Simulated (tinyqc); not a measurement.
Schottky barrier on an n-type semiconductor with a doping step, non-linear Poisson equation by Newton steps: one step of the calculation.

One dimension, metal at x = 0, donor density C(x) = N1 for x < x1 and Nd beyond. Energies are counted from the electron Fermi level of the semiconductor and the conduction-band edge is Ec = -psi, so n = Nc exp(psi/Vt); holes follow the Fermi level of the metal, at -V, so p = Nv exp((V - psi - Eg)/Vt). Ends: psi(0) = V - phiB and psi = Vt ln(Nd/Nc) deep inside. Boltzmann statistics, full ionisation, no current, no image force in the Poisson equation.

Question. Converged densities, field and barrier lowering. n and p as above; E_i = -(psi_(i+1) - psi_i)/h_i; at the metal |E_0| = |E on interval 0| + q rho_0 (h_0/2)/(eps0 eps_r), rho_0 = p_0 - n_0 + C_0; image-force lowering dphi = sqrt(q |E_0|/(4 pi eps0 eps_r)).

Values chosen for this exercise; band and dielectric values close to those of cadmium telluride:
- T = 250 K (temperature)
- Eg = 1.5 eV (band gap)
- eps_r = 10.2 (relative permittivity)
- Nc = 6.14e17 cm^-3 (conduction-band density of states at T)
- Nv = 1.37e19 cm^-3 (valence-band density of states at T)
- V = 0 V (bias of the metal against the semiconductor)

Constants: q = 1.602176634e-19 C, kB = 1.380649e-23 J/K, Vt = kB T/q, eps0 = 8.8541878128e-14 F/cm where lengths are in cm. Results are converted to the units shown.

| node | x (nm) | converged psi (V) | donor density C (cm^-3) |
|---|---|---|---|
| 0 | 0 | -1.0200000 | 2.7e15 |
| 1 | 28 | -0.9030207 | 2.7e15 |
| 2 | 61.8 | -0.7668127 | 2.7e15 |
| 3 | 103 | -0.6081843 | 2.7e15 |
| 4 | 152 | -0.4301096 | 9.1e15 |
| 5 | 211 | -0.2671268 | 9.1e15 |
| 6 | 283 | -0.1443451 | 9.1e15 |
| 7 | 370 | -0.0983703 | 9.1e15 |
| 8 | 475 | -0.0914470 | 9.1e15 |
| 9 | 601 | -0.0907822 | 9.1e15 |
| 10 | 754 | -0.0907367 | 9.1e15 |
| 11 | 939 | -0.0907345 | 9.1e15 |

Find: n; p; field E; |E_0| at the metal; image-force lowering.

Answer.

| node | n (cm^-3) | p (cm^-3) |
|---|---|---|
| 0 | 0.0016822 | 2.8863e9 |
| 1 | 0.38377 | 1.2652e7 |
| 2 | 213.75 | 22715 |
| 3 | 3.3706e5 | 14.405 |
| 4 | 1.3108e9 | 0.0037041 |
| 5 | 2.5300e12 | 1.9191e-6 |
| 6 | 7.5561e14 | 6.4257e-9 |
| 7 | 6.3843e15 | 7.6052e-10 |
| 8 | 8.8040e15 | 5.5150e-10 |
| 9 | 9.0799e15 | 5.3474e-10 |
| 10 | 9.0991e15 | 5.3361e-10 |
| 11 | 9.1000e15 | 5.3355e-10 |

| interval | field E (kV/cm) |
|---|---|
| 0 | -41.778 |
| 1 | -40.298 |
| 2 | -38.502 |
| 3 | -36.342 |
| 4 | -27.624 |
| 5 | -17.053 |
| 6 | -5.284 |
| 7 | -0.659 |
| 8 | -0.053 |
| 9 | -0.003 |
| 10 | 0.000 |

|E_0| at the metal = 42.449 kV/cm
image-force lowering = 24.480 mV

Numbers from tinyqc (`OMP_NUM_THREADS=1 python tinyqc.py 2020032 2020033 out.jsonl`; about 0.06 s on one thread of a shared Intel Xeon 2.30GHz).
